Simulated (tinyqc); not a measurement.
Slater-Koster d bands of a bcc metal: one step. The block of one bond. Three cases, with inputs chosen for the exercise.

Task: Direction (1,1,1)/sqrt3; its eigenvalues must be dds once, ddp twice and ddd twice.

Slater-Koster d bands. For a bond with direction cosines (l, m, n) the 5 x 5 block is dds Ps + ddp Pp + ddd (1 - Ps - Pp), the projectors on sigma, pi and delta states about the bond; for instance <xy|xy> = 3 l^2 m^2 dds + (l^2 + m^2 - 4 l^2 m^2) ddp + (n^2 + l^2 m^2) ddd, <xy|yz> = 3 l m^2 n dds + l n (1 - 4 m^2) ddp + l n (m^2 - 1) ddd and <3z2-r2|3z2-r2> = (n^2 - (l^2 + m^2)/2)^2 dds + 3 n^2 (l^2 + m^2) ddp + (3/4)(l^2 + m^2)^2 ddd. H(k) sums the blocks times cos(k.R) over the neighbours; the d level is the zero of energy; k in 2 pi/a.

Case 1.

Values chosen (out of a larger set: of the size met in Ta; not measured data): dds = -1.429 eV (dd sigma); ddp = 0.829 eV (dd pi); ddd = -0.186 eV (dd delta).

Case 2.

Values chosen (out of a larger set: of the size met in Mo; not measured data): dds = -1.337 eV (dd sigma); ddp = 0.602 eV (dd pi); ddd = -0.227 eV (dd delta).

Case 3.

Values chosen (out of a larger set: of the size met in W; not measured data): dds = -1.553 eV (dd sigma); ddp = 0.792 eV (dd pi); ddd = -0.248 eV (dd delta).

Give: block.

Result:

Case 1.

block (eV):
```
             xy       yz       zx    x2-y2   3z2-r2
xy      -0.3748  -0.5271  -0.5271        0  -0.3907
yz      -0.5271  -0.3748  -0.5271  -0.3383   0.1953
zx      -0.5271  -0.5271  -0.3748   0.3383   0.1953
x2-y2         0  -0.3383   0.3383   0.4907        0
3z2-r2  -0.3907   0.1953   0.1953        0   0.4907
```

Case 2.

block (eV):
```
             xy       yz       zx    x2-y2   3z2-r2
xy      -0.4128  -0.4621  -0.4621        0  -0.3191
yz      -0.4621  -0.4128  -0.4621  -0.2763   0.1595
zx      -0.4621  -0.4621  -0.4128   0.2763   0.1595
x2-y2         0  -0.2763   0.2763   0.3257        0
3z2-r2  -0.3191   0.1595   0.1595        0   0.3257
```

Case 3.

block (eV):
```
             xy       yz       zx    x2-y2   3z2-r2
xy      -0.4519  -0.5506  -0.5506        0  -0.4003
yz      -0.5506  -0.4519  -0.5506  -0.3467   0.2001
zx      -0.5506  -0.5506  -0.4519   0.3467   0.2001
x2-y2         0  -0.3467   0.3467   0.4453        0
3z2-r2  -0.4003   0.2001   0.2001        0   0.4453
```

Computed by tinyqc, one run a case: `OMP_NUM_THREADS=1 python tinyqc.py N N+1 out.jsonl` with N = 1451406, 1451632, 1452742; one thread of a shared Intel(R) Xeon(R) Processor @ 2.30GHz, about 0.07 s a run at most.
